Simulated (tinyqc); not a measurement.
Threshold-voltage variability of a planar MOSFET, analytic estimates: two steps of the calculation.

Three independent sources add in quadrature: random dopants in the depleted layer, metal-gate grains of two orientations, and roughness of the two gate edges acting through the roll-off VT = VT(long) - Vr exp(-L/l). These are first-order estimates: no three-dimensional electrostatics, no percolation.

Inputs (values chosen for the exercise); material values those of a made-up semiconductor: temperature T = 293 K; gate length L = 25 nm; gate width W = 25 nm; metal grain size G = 4 nm; work-function difference of the two grain orientations dW = 0.2 eV; share of the orientation of higher work function p = 0.5; rms roughness of one gate edge De = 1.2 nm; correlation length of the roughness La = 30 nm; decay length of the threshold roll-off l = 4.7 nm; prefactor of the roll-off Vr = 1.9 V; subthreshold factor n = 1.4; gm/I of a matched pair gI = 5 1/V; spread of the gain factor of one device sb = 2.7 %.

Constants: q = 1.602176634e-19 C, kB = 1.380649e-23 J/K, Vt = kB T/q. Results are converted to the units shown.

Question 1. Metal grains and edge roughness. Grains: Ng = L W/G^2 (at least 1), s2 = dW sqrt(p (1 - p)/Ng). Edges, with exponential correlation and u = W/La: the mean gate length has sL^2 = 2 De^2 (2/u)[1 - (1 - exp(-u))/u]; s3 = sL (Vr/l) exp(-L/l).

Wanted: Ng; s2; sL; dVT/dL; s3.

Answer 1.

Ng = 39.06
s2 = 16.00 mV
sL = 1.491 nm
dVT/dL = 1.980 mV/nm
s3 = 2.951 mV

Question 2. Total spread, mismatch and leakage. s = sqrt(s1^2 + s2^2 + s3^2). For a pair: s(dVT) = sqrt(2) s; current mismatch sqrt(2) sqrt((gI s)^2 + sb^2); input offset = current mismatch/gI. For a Gaussian VT the off current is log-normal with mean/median = exp(s^2/(2 (n Vt)^2)).

s1 = 22.360589 mV
s2 = 16 mV
s3 = 2.9510945 mV

Give: s; s(dVT); current mismatch; input offset; mean/median of Ioff.

Answer 2.

s = 27.653 mV
s(dVT) = 39.108 mV
current mismatch = 19.923 %
input offset = 39.846 mV
mean/median of Ioff = 1.3580

Computed by the program tinyqc: `OMP_NUM_THREADS=1 python tinyqc.py 2090072 2090073 out.jsonl`, one thread of a shared Intel Xeon 2.30GHz, about 0.01 s for the whole run.
